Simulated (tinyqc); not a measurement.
Worked calculation: k.p values derived from sp3s* tight binding at Gamma. Values are carried at full precision from step to step, so a last printed digit may differ when a step is redone from the rounded ones.

At Gamma the states are two-level mixtures: s-like S+ (upper) and S- (lower) from [[Esa, Vss], [Vss, Esc]], p-like P- (valence) and P+ from [[Epa, Vxx], [Vxx, Epc]], and the bare s* levels. With real k in 1/angstrom and kz = 0, the phase sums over the four bonds are g0 = 1 - (a k/4)^2/2, g1 = i a kx/4, g3 = -(a/4)^2 kx ky to second order. Each mixture is written (anion, cation) with the anion part positive. c = hbar^2/2m0. No spin-orbit coupling.

Constants: hbar^2/2m0 = 3.80998211 eV angstrom^2.

Inputs chosen for the exercise (near a published set for GaAs, fitted to gaps, whose masses and valley positions are rough; not measured data): Esa = -8.424 eV (s level of the anion); Esc = -2.677 eV (s level of the cation); Epa = 1.04 eV (p level of the anion); Epc = 3.683 eV (p level of the cation); Vss = -6.455 eV (s-s); Vxx = 1.941 eV (px-px); a = 5.648 angstrom (lattice constant); Vsapc = 4.477 eV (s anion, p cation); Vscpa = 5.768 eV (s cation, p anion); Vxapc = 4.889 eV (s* anion, p cation); Vpaxc = 4.85 eV (p anion, s* cation); Exa = 8.671 eV (s* level of the anion); Exc = 6.723 eV (s* level of the cation); Vxy = 5.062 eV (px-py).

## States at Gamma

Solve the two blocks.

States:

| state | E (eV) | anion part | cation part |
|---|---|---|---|
| S- | -12.61619 | 0.838655 | 0.544663 |
| P- | 0.01334 | 0.883963 | -0.467557 |
| S+ | 1.51519 | 0.544663 | -0.838655 |
| P+ | 4.70966 | 0.467557 | 0.883963 |

## Linear terms and the Kane energy

<s state|dH/dkx|x state> = i P with P = (a/4)(sa pc Vsapc + sc pa Vscpa), sa, sc and pa, pc being the parts of the two states; for s* on the anion P = (a/4) pc Vxapc, on the cation (a/4) pa Vpaxc. Ep = P^2/c for S+ to P-.

Couplings:

| pair | P (eV angstrom) | E(first) - E(second) (eV) |
|---|---|---|
| S+ to P- | -7.64763 | 1.50185 |
| S+ to P+ | -0.15000 | -3.19446 |
| S- to P- | 1.44244 | -12.62954 |
| s*a to P- | -3.22767 | 8.65766 |
| s*c to P- | 6.05356 | 6.70966 |

Ep = 15.351 eV

The two terms of S+ to P- have the same sign and add: S+ and P- both change sign from anion to cation. An on-site momentum element between s and p, which real atoms have, is absent from this model.

## Electron mass

m0/m = [<S+|d2H/dkx^2|S+>/2 + sum P^2/(E(S+) - E(P))]/c over P- and P+, with the direct term -(a/4)^2 sa sc Vss.

parts of m0/m: direct -1.543, from P- 10.221, from P+ -0.002

mass = 0.1153 m0

The valence band supplies 118 % of m0/m; the direct term, which stands in for the free-electron 1, is -1.54. Sets of this kind were fitted to gaps and often give too heavy a mass, by up to a factor of two.

## Valence parameters L, M, N and the Luttinger values

Direct terms d0 = -(a/4)^2 pa pc Vxx, dN = -2 (a/4)^2 pa pc Vxy for P-. F = sum P^2/(E(P-) - E(s)) over S+, S-, s*a, s*c. The y state of P- couples to the z state of P+ through Q = (a/4) Vxy (pa p'c - pc p'a), primes for P+, and H1 = Q^2/(E(P-) - E(P+)). L = d0 + F, M = d0 + H1, N = dN + F + H1; g1 = -(L + 2M)/(3c), g2 = -(L - M)/(6c), g3 = -N/(6c).

d0, dN, F, Q, H1 (eV angstrom^2; Q in eV angstrom): 1.5994  8.3424  -45.4429  7.1475  -10.8782

L, M, N (eV angstrom^2): -43.843  -9.279  -47.979

g1, g2, g3: 5.459  1.512  2.099

Along [100] the masses without spin-orbit coupling are c/|L| = 0.087 (one band) and c/|M| = 0.411 (two bands).

## Checks

- Electron mass against a finite difference of the full bands: both 0.1153.
- L and M against finite differences along [100]: largest relative difference 2.4e-05.
- Lowest curvature along [111], (L + 2M + 2N)/3, against a finite difference: -52.786 against -52.785.

Program tinyqc; command `OMP_NUM_THREADS=1 python tinyqc.py 1452543 1452544 out.jsonl`; about 0.01 s on one thread of a shared Intel(R) Xeon(R) Processor @ 2.30GHz.
